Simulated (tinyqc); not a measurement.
Hot carriers by balance equations with a heated Maxwellian: one step, computed by the program tinyqc. Command: `OMP_NUM_THREADS=1 python tinyqc.py 3012859 3012860 out.jsonl hot walk`. One thread of a shared host (Intel(R) Xeon(R) Processor @ 2.30GHz), about 0.01 s of CPU time with the checks.

The carriers follow a Maxwellian at an electron temperature T_e, slightly displaced; the drift energy is neglected against k_B T_e. The balance averages the rate, not the time, so mu_0 lies below the relaxation-time value.

Problem. Drift velocity. Parabolic band: E = hbar^2 k^2/(2 m), speed v = hbar k/m, states per spin, volume and energy g(E) = m k/(2 pi^2 hbar^2). Masses are multiplied by m_0 and all formulas are in SI units. Phonon occupation N_q = 1/(exp(hbar w/(k_B T)) - 1). Acoustic deformation potential (elastic, equipartition, absorption and emission together): 1/tau = 2 pi k_B T D_A^2 g(E)/(hbar rho v_l^2). Optical or intervalley deformation potential: 1/tau = (pi Z_f D_o^2/(rho w)) [N_q g(E + hbar w) + (N_q + 1) g(E - hbar w)], with g = 0 below the band edge. Averages over the Maxwellian, <y> = int y x^(1/2) exp(-x) dx / int x^(1/2) exp(-x) dx with x = E/(k_B T_e), split at x_0 = hbar w/(k_B T_e): 64 Gauss-Legendre points in sqrt(x) below it and 128 in sqrt(x - x_0) above it, up to x = 32. Momentum balance: mu(T_e) = e/(m nu), nu = <x (sum of rates)>/<x>. Power lost per carrier: P(T_e) = hbar w <emission rate - absorption rate> + <(2 m v_l^2/(k_B T)) (E - 2 k_B T) acoustic rate>. v = mu(T_e) F; warm-carrier coefficient (mu/mu_0 - 1)/F^2.

Inputs (values chosen for the exercise, for a model non-polar semiconductor):
```
quantity                                          value       unit
effective mass m                                  0.651        m_0
density rho                                        3170     kg/m^3
sound velocity v_l                                 5960        m/s
acoustic deformation potential D_A                  5.9         eV
phonon energy hbar w                               77.1        meV
optical or intervalley deformation potential D_o    6.3  1e8 eV/cm
final valleys Z_f                                     5          -
lattice temperature T                               150          K
electric field F                                    9.7      kV/cm
```

Band: parabolic. Solver: damped fixed point.

electron temperature T_e = 285.6886 K

low-field mobility mu_0 = 1283.824 cm^2/(V s)

Constants: k_B = 8.617333262e-05 eV/K; k_B = 1.380649e-23 J/K; e = 1.602176634e-19 C; hbar = 1.054571817e-34 J s; m_0 = 9.1093837015e-31 kg; hbar = 6.582119569e-16 eV s.

Give: mobility mu(T_e); drift velocity; mu/mu_0; (mu/mu_0 - 1)/F^2.

Solution.

mobility mu(T_e) = 553.97 cm^2/(V s)

drift velocity = 0.53735 1e7 cm/s

mu/mu_0 = 0.43150

(mu/mu_0 - 1)/F^2 = -0.0060421 cm^2/kV^2

Caution: the drift energy m v^2/2 is not small against the heating (3/2) k_B (T_e - T), so T_e - T is rough.
